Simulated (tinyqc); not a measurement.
Enthalpies against pressure: pressure-driven transition between two phases with analytic equations of state. Computed by tinyqc, a small Python program. Command: `OMP_NUM_THREADS=1 python tinyqc.py 3022668 3022669 out.jsonl transition walk`. One thread of a shared host (Intel(R) Xeon(R) Processor @ 2.30GHz), about 0.04 s of CPU time with the checks.

Each phase obeys E = E0 + (9 V0 B0/16) [y^3 B' + y^2 (2 - 4 y)], y = (V0/V)^(2/3) - 1; P = (3 B0/2) (x^7 - x^5) [1 + (3/4)(B' - 4)(x^2 - 1)], x = (V0/V)^(1/3); E0 = 0 for phase 1 and Delta E0 for phase 2. H = E + P V.

Inputs (values chosen for the exercise, for two model phases): volume V0 of phase 1 = 13 angstrom^3/atom; B0 of phase 1 = 72.1 GPa; B' of phase 1 = 3.72; volume V0 of phase 2 = 11.2 angstrom^3/atom; B0 of phase 2 = 74.8 GPa; B' of phase 2 = 4.04; energy of phase 2 above phase 1, Delta E0 = 0.077 eV/atom.

Equation of state: Birch-Murnaghan.

Constants: 1 eV/angstrom^3 = 160.2176634 GPa.

Method. Start from P = Delta E0/(V0 of phase 1 - V0 of phase 2); at each P solve P(V) = P for both phases and step P(new) = P - (H_2 - H_1)/(V_2 - V_1); stop when |H_2 - H_1| < 1e-10 eV. At the zero-temperature transition the volume change is V_2/V_1 - 1 and the work is P (V_1 - V_2). For each P solve P(V) = P in both phases.

transition pressure = 7.24899 GPa

V_1 at the transition = 11.9318 angstrom^3

V_2 at the transition = 10.3173 angstrom^3

Both phases:
```
P (GPa)  V_1 (angstrom^3)  V_2 (angstrom^3)  H_2 - H_1 (meV/atom)   stable
0.0                13.000            11.200                77.000  phase 1
1.8                12.693            10.946                57.077  phase 1
3.6                12.417            10.718                37.715  phase 1
5.4                12.167            10.511                18.868  phase 1
6.7                11.999            10.373                 5.552  phase 1
7.8                11.865            10.263                -5.532  phase 2
9.4                11.682            10.112               -21.372  phase 2
12.0               11.408             9.887               -46.444  phase 2
```

H_2 - H_1 changes with slope V_2 - V_1, from -1.800 to -1.521 angstrom^3 per atom over the table, and passes zero at 7.25 GPa. An error of 10 meV per atom in Delta E0 moves the transition by about 0.99 GPa.
